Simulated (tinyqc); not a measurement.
# Changing the drain voltage V_D

Model: lateral field, substrate current, probability of reaching the oxide barrier and hot-carrier lifetime of a silicon transistor (pseudo-two-dimensional and lucky-electron models). Computed by tinyqc, a small Python program. Command: `OMP_NUM_THREADS=1 python tinyqc.py 3031315 3031316 out.jsonl hotcar sweep`. One thread of a shared host (Intel(R) Xeon(R) Processor @ 2.30GHz), about 0.01 s of CPU time with the checks.

Local-field models: a lucky carrier gains its energy at the peak field over a path free of collisions. Voltages are magnitudes.

Inputs (values chosen for the exercise, modelled on a silicon n-channel): channel length L = 240 nm; oxide thickness t = 5.5 nm; junction depth x_j = 66 nm; mobility mu = 290 cm^2/(V s); saturation velocity v_s = 0.79 1e7 cm/s; threshold voltage V_T = 0.43 V; gate voltage V_G = 1 V; ionisation prefactor A_i = 2.2e+06 1/cm; ionisation field B_i = 1.65 MV/cm; hot-carrier mean free path lambda = 7.8 nm; oxide barrier phi_b = 3.1 eV; interface-trap threshold phi_it = 3.6 eV; lifetime constant H = 6 s microampere/micrometre.

Drain: abrupt.

Constants: eps_0 = 8.8541878128e-12 F/m.

Method:
- C_ox = 3.9 eps_0/t; F_sat = 2 v_s/mu; V_Dsat = V_ov F_sat L/(V_ov + F_sat L), V_ov = V_G - V_T; I_D/W = C_ox v_s (V_ov - V_Dsat).
- Scale length l = 0.22 t^(1/3) x_j^(1/2) (all in cm); F_m = sqrt(((V_D - V_Dsat)/l_e)^2 + F_sat^2), with l_e = l; length of the velocity-saturated region l_e ln((V_D - V_Dsat)/(l_e F_sat) + F_m/F_sat).
- Substrate current I_sub/I_D = (A_i/B_i)(V_D - V_Dsat) exp(-B_i/F_m); probability of reaching the oxide barrier exp(-phi_b/(e lambda F_m)); lifetime tau = (H/(I_D/W)) exp(phi_it/(e lambda F_m)).

One run for each value; columns: (1) drain voltage V_D (V); (2) lifetime tau (s); (3) substrate current I_sub/W (microampere/micrometre); (4) peak field F_m (kV/cm); (5) probability of reaching phi_b:
```
(1)          (2)         (3)     (4)         (5)
1.08  3.9078e+11  2.1668e-03  157.24  1.0545e-11
1.25  1.9001e+09  1.8167e-02  192.10  1.0350e-09
1.42  4.5034e+07  8.3030e-02  227.54  2.5969e-08
1.59  2.8595e+06  2.5943e-01  263.33  2.7888e-07
1.76  3.4717e+05  6.2986e-01  299.35  1.7139e-06
1.92  7.1940e+04  1.2355e+00  333.38  6.6469e-06
2.09  1.8496e+04  2.2319e+00  369.65  2.1408e-05
2.26  6.0482e+03  3.6625e+00  405.99  5.6054e-05
2.43  2.3732e+03  5.5840e+00  442.40  1.2545e-04
```

Describe the trends.

Over the rows, lifetime tau (s) falls from 3.91e11 to 2370 (exponent d ln y / d ln x -36 between the first rows and -13 between the last); substrate current I_sub/W (microampere/micrometre) rises from 0.00217 to 5.58 (exponent d ln y / d ln x 15 between the first rows and 5.8 between the last); peak field F_m (kV/cm) rises from 157 to 442 (exponent d ln y / d ln x 1.4 between the first rows and 1.2 between the last).

Caution (all rows): the empirical formula for l was fitted to oxides of about 15 nm or more; for thinner ones it is an extrapolation. Caution (all rows): e V_D is below phi_b or phi_it, so the available energy, not the field, limits hot carriers, and the lucky-electron formulas overstate them.

Extremes, crossings and ranges named in words are read from the listed rows.
